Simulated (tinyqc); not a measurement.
## Punch-through p+-n junction, ionisation integral and breakdown: multiplication against voltage

A p+ layer at x < 0 and an n drift layer from x = 0 to L on an n+ substrate. Depletion approximation, built-in voltage neglected. Local ionisation coefficients alpha_n = an exp(-(bn/E)^mx), alpha_p = ap exp(-(bp/E)^mx). Electrons move towards +x, holes towards x = 0.

W = sqrt(2 eps0 eps_r V/(q N)), peak field E0 = q N W/(eps0 eps_r), falling linearly to 0 at W; if W > L the layer is punched through: W = L, E0 = V/L + q N L/(2 eps0 eps_r), falling linearly to E1 = V/L - q N L/(2 eps0 eps_r). G(x) = integral from 0 to x of (alpha_n - alpha_p); I_n = integral of alpha_n exp(-G) (electrons injected at x = 0), I_p = integral of alpha_p exp(G(end) - G) (holes injected at the far edge); M = 1/(1 - I). Integrals on a fine grid; BV is where I_n = 1. Here BV = 236.801 V; the Miller exponent is n = ln(1 - 1/M)/ln(V/BV).

Inputs (values chosen for the exercise); material values close to those of 4H silicon carbide:
- eps_r = 9.8 (relative permittivity)
- an = 1.77e8 1/cm (prefactor of the electron ionisation coefficient)
- bn = 3.41e7 V/cm (field constant for electrons)
- ap = 3.47e8 1/cm (prefactor of the hole ionisation coefficient)
- bp = 2.6e7 V/cm (field constant for holes)
- mx = 1 (exponent)
- N = 1.1e17 cm^-3 (donor density of the drift layer)
- L = 0.94 um (thickness of the drift layer)

Constants: q = 1.602176634e-19 C, eps0 = 8.8541878128e-14 F/cm where lengths are in cm. Results are converted to the units shown.

Result of one run:

| V (V) | E0 (kV/cm) | I_n | I_p | M_n | M_p | Miller n, electrons | Miller n, holes |
|---|---|---|---|---|---|---|---|
| 227 | 3.37e3 | 0.398 | 0.955 | 1.66 | 22.2 | 21.8 | 1.09 |

What becomes of these results when the reverse voltage V is changed from 227 to 166 V, all else the same?

Result of the changed run:

| V (V) | E0 (kV/cm) | I_n | I_p | M_n | M_p | Miller n, electrons | Miller n, holes |
|---|---|---|---|---|---|---|---|
| 166 | 2.72e3 | 0.00673 | 0.251 | 1.01 | 1.34 | 14.1 | 3.89 |

The whole series:

| V (V) | E0 (kV/cm) | I_n | I_p | M_n | M_p | Miller n, electrons | Miller n, holes |
|---|---|---|---|---|---|---|---|
| 94.7 | 1.96e3 | 2.52e-5 | 0.00389 | 1.00 | 1.00 | 11.6 | 6.06 |
| 118 | 2.21e3 | 2.23e-4 | 0.0213 | 1.00 | 1.02 | 12.1 | 5.53 |
| 142 | 2.47e3 | 0.00140 | 0.0854 | 1.00 | 1.09 | 12.9 | 4.81 |
| 166 | 2.72e3 | 0.00673 | 0.251 | 1.01 | 1.34 | 14.1 | 3.89 |
| 189 | 2.97e3 | 0.0275 | 0.528 | 1.03 | 2.12 | 15.9 | 2.83 |
| 204 | 3.12e3 | 0.0712 | 0.732 | 1.08 | 3.73 | 17.7 | 2.10 |
| 218 | 3.27e3 | 0.192 | 0.887 | 1.24 | 8.84 | 20.0 | 1.45 |
| 227 | 3.37e3 | 0.398 | 0.955 | 1.66 | 22.2 | 21.8 | 1.09 |
| 233 | 3.43e3 | 0.687 | 0.986 | 3.20 | 70.1 | 23.2 | 0.888 |

M_n rises from 1.000 to 3.20 and M_p from 1.004 to 70.1; both diverge at BV. The Miller exponent for electrons rises from 11.6 to 23.2 and that for holes falls from 6.06 to 0.888, so one exponent describes neither over the whole range. The larger multiplication belongs to holes, whose coefficient at the peak field of the last row is 20.7 times the other.

Numbers from tinyqc (`OMP_NUM_THREADS=1 python tinyqc.py 2120033 2120034 out.jsonl`; about 0.1 s on one thread of a shared Intel Xeon 2.30GHz).
